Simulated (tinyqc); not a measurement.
Permittivity of the insulator from five potentials.

Problem. A node lies on a semiconductor-insulator interface. Steps: hs = tb/3 down into the semiconductor, ho = tox/2 up into the insulator, hy = L/7 sideways. The flux balance of its box reads eox (hy/ho)(above - node) + eps_r (hy/hs)(below - node) + [(eps_r hs + eox ho)/(2 hy)](left + right - 2 node) - q Na (hs/2) hy/eps0 = 0. Find eox.

Values chosen for this exercise; semiconductor permittivity close to that of silicon: relative permittivity of the semiconductor eps_r = 11.8; half the body thickness tb = 6 nm; insulator thickness tox = 4.3 nm; channel length L = 37 nm; acceptor density of the depleted body Na = 9.5e17 cm^-3.

Constants: q = 1.602176634e-19 C, eps0 = 8.8541878128e-14 F/cm where lengths are in cm. Results are converted to the units shown.

psi (V): node -0.079482894, above -0.10148105, below -0.053401928, left -0.096524203, right 0.0072359551

Solution. The balance is linear in eox.

eox = 22.00

Numbers from tinyqc (`OMP_NUM_THREADS=1 python tinyqc.py 2480048 2480049 out.jsonl`; about 0.1 s on one thread of a shared Intel Xeon 2.30GHz).
